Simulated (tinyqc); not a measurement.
From results back to parameters: defect-molecule model of a vacancy with Jahn-Teller distortion. Three cases, with inputs chosen for the exercise.

Problem. With et the undistorted t2 level, Uc the repulsion of two electrons, I the Jahn-Teller coupling and k the force constant, the levels above Ev are E(2+/+) = et - E_JT, E(+/0) = et - 3 E_JT + Uc, the Stokes shift of the first transition is 2 E_JT, E_JT = 2 I^2/k and the distortion of the + state is 2 I/k. The values below come from hidden parameters.

Case 1.

levels (eV): (2+/+) 0.09031, (+/0) 0.13094

Stokes shift = 0.219376 eV
distortion of + = 0.108602 angstrom

Case 2.

levels (eV): (2+/+) 0.25031, (+/0) 0.14093

Stokes shift = 0.279377 eV
distortion of + = 0.129341 angstrom

Case 3.

levels (eV): (2+/+) 0.16488, (+/0) 0.08463

Stokes shift = 0.270243 eV
distortion of + = 0.119577 angstrom

Find: et, Uc; I; k.

Solution. E_JT is half the Stokes shift; et = E(2+/+) + E_JT; Uc = E(+/0) - E(2+/+) + 2 E_JT; with Q the distortion, I = E_JT/Q and k = 2 E_JT/Q^2.

Case 1.

et, Uc (eV): 0.200  0.260

I = 1.01 eV/angstrom
k = 18.6 eV/angstrom^2

Case 2.

et, Uc (eV): 0.390  0.170

I = 1.08 eV/angstrom
k = 16.7 eV/angstrom^2

Case 3.

et, Uc (eV): 0.300  0.190

I = 1.13 eV/angstrom
k = 18.9 eV/angstrom^2

Computed by tinyqc, one run a case: `OMP_NUM_THREADS=1 python tinyqc.py N N+1 out.jsonl` with N = 1450278, 1450318, 1450340; one thread of a shared Intel(R) Xeon(R) Processor @ 2.30GHz, about 0.01 s a run at most.
